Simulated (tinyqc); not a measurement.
IGBT as a p-i-n diode in series with a MOS channel, on-state and switching loss: one step of the calculation.

High injection (n = p) in a drift layer from x = -W/2 (anode) to +W/2 (cathode side), recombination only in the layer with lifetime tau, ideal emitters. The channel feeds the cathode side and carries the whole current. Auger recombination, carrier-carrier scattering, emitter losses and the carrier dip under the p body are left out.

Question. On-state voltage. n(x) = (tau J/(2 q La))[cosh(x/La)/sinh y - B sinh(x/La)/cosh y]. Vm = Vt [(8 b/(b + 1)^2)(sinh y/s) arctan(s sinh y) + B ln((1 + B tanh^2 y)/(1 - B tanh^2 y))], s = sqrt(1 - B^2 tanh^2 y); Vj = Vt ln(n(-W/2) n(W/2)/ni^2), ni = sqrt(Nc Nv) exp(-Eg/(2 Vt)), Eg in volts; Vc = J Rch; Von = Vm + Vj + Vc.

Inputs (values chosen for the exercise); material values close to those of silicon:
```
symbol,value,unit,meaning
T,350,K,temperature
Eg,1.14,eV,band gap
Nc,3.5e19,cm^-3,conduction-band density of states at T
Nv,3.33e19,cm^-3,valence-band density of states at T
tau,0.48,us,high-injection lifetime
J,150,A/cm^2,current density
Rch,3.2,mohm cm^2,channel and accumulation resistance
```

Constants: q = 1.602176634e-19 C, kB = 1.380649e-23 J/K, Vt = kB T/q. Results are converted to the units shown.

b = 2.9152047
B = 0.48917102
La = 27.153538 um
y = 1.1048284

Find: Vm; Vj; Vc; Von.

Answer.

Vm = 0.069314 V
Vj = 0.78687 V
Vc = 0.48000 V
Von = 1.3362 V

Vm does not depend on J, since the carrier density grows with it. Junctions, layer and channel take 59, 5.2 and 36 % of Von.

Numbers from tinyqc (`OMP_NUM_THREADS=1 python tinyqc.py 2590111 2590112 out.jsonl`; about 0.01 s on one thread of a shared Intel Xeon 2.30GHz).
